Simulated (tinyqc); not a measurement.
Electron mobility of a polar semiconductor by Rode's iterative solution of the Boltzmann equation: one step, computed by the program tinyqc.

The distribution is f(E) + e F l(E) (-df/dE) cos(theta) for a weak field F, theta counted from the force; l(E) is a mean free path. Elastic processes enter by their momentum rate, polar optical phonons by out- and in-scattering terms. One valley only: where upper valleys lie close, measured mobilities are lower. The density n is prescribed, even where a narrow-gap material would have more intrinsic carriers.

Problem. Fermi level and screening. Parabolic band: E = hbar^2 k^2/(2 m), speed v = hbar k/m, states per spin, volume and energy g(E) = m k/(2 pi^2 hbar^2). Masses are multiplied by m_0 and all formulas are in SI units. The reduced Fermi level eta = E_F/(k_B T) solves n = 2 Z int g f dE with f = 1/(1 + exp(x - eta)) (Z = 1 unless valleys are given); screening length L_s = sqrt(eps_s eps_0 k_B T/(e^2 dn/deta)), dn/deta = 2 Z int g f (1 - f) dE. Integrals over x = E/(k_B T) use 160 Gauss-Legendre points in u = sqrt(x) from 0 to sqrt(max(eta, 0) + 32). N_I = n (1 + C)/(1 - C).

Inputs (values chosen for the exercise, modelled on InSb): effective mass m = 0.0131 m_0; static permittivity eps_s = 16.8; electron density n = 1.1e+18 1/cm^3; compensation ratio C = 0; temperature T = 500 K.

Band: parabolic. Elastic processes: acoustic, piezoelectric, impurity.

Constants: k_B = 8.617333262e-05 eV/K; m_0 = 9.1093837015e-31 kg; e = 1.602176634e-19 C; hbar = 1.054571817e-34 J s; eps_0 = 8.8541878128e-12 F/m; k_B = 1.380649e-23 J/K.

Give: reduced Fermi level eta; screening length L_s; ionised impurity density N_I.

Solution.

reduced Fermi level eta = 6.760

screening length L_s = 13.04 nm

ionised impurity density N_I = 1.10e+18 1/cm^3

Caution: E_F exceeds 0.1 eV in a band of small mass, where non-parabolicity, left out here, matters. Caution: the gas is degenerate, and screening of the polar coupling, left out here, would raise the mobility.
